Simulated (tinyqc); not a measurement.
# The bottom gap that matches the currents

Inverse problem. Photon flux above E from a black body at temperature T into a hemisphere: Phi(E, T) = A sum_k exp(-k E/th)[E^2 th/k + 2 E th^2/k^2 + 2 th^3/k^3], k = 1, 2, ..., with th = kB T/q in eV and A = 2 pi q^3/(h^3 c^2). In a two-junction cell the top cell (gap E1) absorbs every photon above E1 and the bottom cell (gap E2) every photon between E2 and E1, one electron each; the sun fills the share fs X of the hemisphere. The currents match when Phi(E2, Ts) = 2 Phi(E1, Ts). Find E2 and the matched current q fs X Phi(E1, Ts).

Parameters, values chosen for the exercise: temperature of the black-body sun Ts = 4500 K; share of the hemisphere filled by the sun fs = 2.16e-5; concentration X = 100.

Constants: q = 1.602176634e-19 C, kB = 1.380649e-23 J/K, h = 6.62607015e-34 J s, c = 299792458 m/s. Results are converted to the units shown.

E1 = 1.3329757 eV

Answer. Phi falls steadily with energy, so the condition has one root below E1.

E2 = 0.8200 eV
matched current = 1343 mA/cm^2

Program tinyqc, `OMP_NUM_THREADS=1 python tinyqc.py 2820102 2820103 out.jsonl`; Intel Xeon 2.30GHz, shared host, one thread, about 0.01 s.
